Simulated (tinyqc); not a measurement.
What each parameter does: shallow donor in an anisotropic valley (effective-mass theory).

One valley: H = -c [(d2/dx2 + d2/dy2)/mt + (d2/dz2)/ml] - q/(eps r), c = hbar^2/2m0, q = e^2/(4 pi eps0). Trial function exp(-sqrt((x^2 + y^2)/a^2 + z^2/b^2)) with a > b: T = (c/3)(2/(mt a^2) + 1/(ml b^2)), V = -(q/eps) atan(u/b)/u, u = sqrt(a^2 - b^2). The central cell of the impurity is left out.

Constants: hbar^2/2m0 = 3.80998211 eV angstrom^2; e^2/(4 pi eps0) = 14.39964547 eV angstrom.

Values chosen for the exercise (out of a larger set: near those of GaP; not measured data):
- ml = 1.951 m0 (longitudinal mass)
- mt = 0.249 m0 (transverse mass)
- eps = 11.2 (dielectric constant)

The minimum of the trial energy. Each row changes one parameter from the base and keeps the others.

Results:
```
case           E (meV)  a (angstrom)  b (angstrom)    b/a
base            -47.21         16.57          8.04  0.485
ml = 1.561 m0   -44.96         17.11          8.97  0.524
mt = 0.224 m0   -43.43         18.16          8.49  0.467
eps = 10.1      -58.05         14.95          7.25  0.485
```

The largest shifts from the base row, up to three for each result and ties (the steps differ in size, so this ranks the rows, not the parameters). E (meV): eps -10.84, mt +3.78, ml +2.25. a (angstrom): eps -1.63, mt +1.58, ml +0.54. b (angstrom): ml +0.93, eps -0.79, mt +0.45. b/a: ml +0.039, mt -0.017; unchanged at the printed digits by eps. eps only rescales the solution (E as 1/eps^2, lengths as eps), so b/a depends on ml/mt alone.

Program tinyqc; command `OMP_NUM_THREADS=1 python tinyqc.py 1250113 1250114 out.jsonl`; about 0.01 s on one thread of a shared Intel(R) Xeon(R) Processor @ 2.30GHz.
